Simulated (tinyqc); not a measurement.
# Worked calculation: resistance of a tapered via with liner, size effect and interface

Computed by the program tinyqc: `OMP_NUM_THREADS=1 python tinyqc.py 2750012 2750013 out.jsonl`, one thread of a shared Intel Xeon 2.30GHz, about 0.01 s for the whole run. Printed values are rounded.

A round via whose diameter grows from db at the bottom as D(z) = db + 2 z/tan(ang). The fill, of diameter D - 2 tl, starts above the bottom liner (thickness fb tl) and has rho = rho0 (1 + ks lam/(D - 2 tl)); the sidewall liner conducts in parallel with it. The bottom liner and the interface are crossed over the full area pi db^2/4. Spreading in the lines above and below is left out.

Parameters, values chosen for the exercise; fill metal close to molybdenum: diameter at the bottom db = 30 nm; height hv = 59 nm; sidewall angle ang = 88 degrees; bulk resistivity of the fill rho0 = 5.41 uohm cm; mean free path of the fill lam = 11.4 nm; size-effect factor ks = 1.4; liner on the sidewall tl = 0.1 nm; liner at the bottom over that on the sidewall fb = 1; resistivity of the liner rl = 160 uohm cm; interface resistivity at the bottom ri = 6.4e-13 ohm cm^2; ballistic conductance per area, about 3/(4 rho0 lam) Sb = 1.3e15 S/m^2.

## Slices of the via

Slices between z0 = fb tl and hv, evaluated at their midpoints: conductance per length pi/4 [(D - 2 tl)^2/rho + (D^2 - (D - 2 tl)^2)/rl], slice resistance = slice height over that. 7 slices.

```
slice   z (nm)   D (nm)  rho (uohm cm)  slice resistance (ohm)
0      4.30714  30.3008        8.27848                0.978187
1      12.7214  30.8885        8.22355                0.934855
2      21.1357  31.4762        8.17068                0.894283
3        29.55  32.0638        8.11977                0.856245
4      37.9643  32.6515        8.07070                0.820538
5      46.3786  33.2392        8.02337                0.786977
6      54.7929  33.8268        7.97770                0.755397
```

## Total resistance

R_fill = sum of the slices; R_bottom = rl fb tl/(pi db^2/4); R_interface = ri/(pi db^2/4); ballistic (Sharvin) limit 1/(Sb pi (db - 2 tl)^2/4); ideal cylinder rho0 hv/(pi db^2/4).

parts (ohm): fill 6.02648, bottom liner 0.226354, interface 0.0905415
R = 6.34338 ohm
shares (%): fill 95.0043, bottom liner 3.5683, interface 1.4273
ballistic limit = 1.10290 ohm
ideal cylinder = 4.51561 ohm

The fill is the largest part, and R is 1.40 times the ideal cylinder. With 2000 slices R = 6.3441 ohm.
